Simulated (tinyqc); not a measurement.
# Composition and strain of an epitaxial Si(1-x)Ge(x) layer from Raman and X-ray peaks, step by step

A worked calculation. Computed by tinyqc, a small Python program that keeps every step. Command: `OMP_NUM_THREADS=1 python tinyqc.py 3030506 3030507 out.jsonl epiraman walk`. One thread of a shared host (Intel(R) Xeon(R) Processor @ 2.30GHz), about 0.01 s of CPU time with the checks. Intermediate numbers are printed to about 5 digits and carried at full precision; extremes and crossings named in words are read from the listed rows.

A (001) layer, biaxially strained in the plane. The Raman peaks follow empirical lines omega = w0 + c1 x + c3 x^3 + b eps (c3 for Si-Ge alone), with eps the in-plane strain.

Inputs (values chosen for the exercise, modelled on silicon-germanium): Ge fraction x = 0.65; degree of relaxation R = 0.078; lattice constant of Si = 5.431 angstrom; lattice constant of Ge = 5.658 angstrom; bowing B = 0.027 angstrom; 2 C12/C11 of Si = 0.776; 2 C12/C11 of Ge = 0.753; Si-Si: w0 = 520.4 1/cm; Si-Si: c1 = -69.7 1/cm; Si-Si: strain coefficient b = -776 1/cm; Si-Ge: w0 = 399.9 1/cm; Si-Ge: c1 = 23.5 1/cm; Si-Ge: c3 = -35.2 1/cm; Si-Ge: strain coefficient b = -554 1/cm; Ge-Ge: w0 = 280.5 1/cm; Ge-Ge: c1 = 20.2 1/cm; Ge-Ge: strain coefficient b = -460 1/cm; uncertainty of a Raman peak = 0.1 1/cm; X-ray wavelength = 1.540598 angstrom.

Substrate: silicon. Pair of peaks used: Si-Si and Si-Ge.

## Lattice constants and strain

Relaxed lattice constant a(x) = a_Si + (a_Ge - a_Si) x - B x (1 - x). In-plane constant a_par = a_sub + R (a(x) - a_sub); eps = a_par/a(x) - 1; eps_perp = -(2 C12/C11) eps with 2 C12/C11 linear in x; a_perp = a(x) (1 + eps_perp).

relaxed constant a(x) = 5.5724 angstrom

substrate constant a_sub = 5.431 angstrom

a_par = 5.4420 angstrom

in-plane strain eps = -23.397 per mille

strain along the normal = 17.806 per mille

a_perp = 5.6716 angstrom

The layer is under compression in the plane and is stretched along the normal. Caution: strains above 2 % survive only in layers a few nanometres thick, and the linear relations lose accuracy.

## Raman peaks

Insert x and eps in the three lines; the strain part is b eps.

Si-Si peak = 493.25 1/cm

Si-Ge peak = 418.47 1/cm

Ge-Ge peak = 304.39 1/cm

strain parts (1/cm): Si-Si 18.156, Si-Ge 12.962, Ge-Ge 10.763

Read as unstrained, the Si-Si peak would give x = 0.390 in place of 0.65.

## X-ray (004) reflection

Bragg angle theta = arcsin(2 lambda/a) for (004), for the substrate with a_sub and the layer with a_perp; separation in arc seconds.

theta of the substrate = 34.565 degree

theta of the layer = 32.906 degree

separation, layer less substrate = -5970.4 arcsec

## Back from two peaks to composition and strain

Unknowns x and eps (per mille). Newton steps: J d = (measured - model), J = [d omega/dx, d omega/d eps] for the two peaks; start at x = 0.5, eps = 0; stop when |d| < 1e-9. The peaks are rounded to 0.001 per cm; R = (a(x)(1 + eps) - a_sub)/(a(x) - a_sub).

peaks used (1/cm): Si-Si 493.251, Si-Ge 418.470

Iterations:
```
step        x  eps (per mille)  residual 1 (1/cm)  residual 2 (1/cm)
0     0.50000            0.000              7.701         1.1220e+01
1     0.62211          -20.892              0.000         8.5140e-01
2     0.64840          -23.253              0.000         4.6029e-02
3     0.64999          -23.396              0.000         1.7427e-04
4     0.65000          -23.397              0.000         2.5404e-09
5     0.65000          -23.397              0.000                  0
```

recovered x = 0.65000

recovered eps = -23.397 per mille

recovered R = 0.078

## Which pair of peaks is best

For each pair invert J = [d omega/dx, d omega/d eps] at the true x. Independent errors of the given size in both peaks give sigma_x and sigma_eps = uncertainty x (norm of the rows of the inverse of J).

Error propagation:
```
pair                det J    sigma_x  sigma_eps (per mille)
Si-Si and Si-Ge    22.228  0.0042895                0.32765
Si-Si and Ge-Ge   47.7372  0.0018897                0.15202
Si-Ge and Ge-Ge  20.90416  0.0034447                0.13979
```

The pair Si-Si and Ge-Ge fixes x best (sigma_x = 0.0019) and Si-Si and Si-Ge worst (0.0043), a factor 2.3. Strain moves all peaks the same way, so a good pair needs different ratios of composition slope to strain coefficient, best of opposite sign; the slopes here are -69.7, -21.1 and 20.2 per cm for Si-Si, Si-Ge and Ge-Ge. Errors in the coefficients themselves are not counted.

## Relaxation at fixed composition

(004) Bragg angle theta = arcsin(2 lambda/a), with a = a_perp for the layer and a_sub for the substrate; separation = layer less substrate. The apparent x is the one that a fully strained layer (R = 0) would need to give the same a_perp.

Signatures; columns: (1) R; (2) eps (per mille); (3) Si-Si (1/cm); (4) Ge-Ge (1/cm); (5) a_perp (angstrom); (6) (004) separation (arcsec); (7) apparent x if R = 0 is assumed:
```
(1)       (2)     (3)     (4)     (5)      (6)      (7)
0.00  -25.376  494.79  305.30  5.6800  -6167.6  0.65000
0.15  -21.570  491.83  303.55  5.6639  -5787.8  0.61054
0.30  -17.763  488.88  301.80  5.6477  -5405.3  0.57076
0.50  -12.688  484.94  299.47  5.6262  -4891.2  0.51719
0.70   -7.613  481.00  297.13  5.6047  -4372.3  0.46301
0.85   -3.806  478.05  295.38  5.5886  -3979.9  0.42195
1.00    0.000  475.10  293.63  5.5724  -3584.8  0.38053
```

Full relaxation moves the Si-Si peak by -19.69 per cm and shrinks the X-ray separation to 58 % of its strained value, about 1/(1 + 2 C12/C11). A symmetric reflection alone cannot part x from R: a relaxed layer read as strained gives x = 0.381 in place of 0.65. An asymmetric reflection or a second peak is needed.

Checks made by the program: recovered composition (relative difference 5e-06).
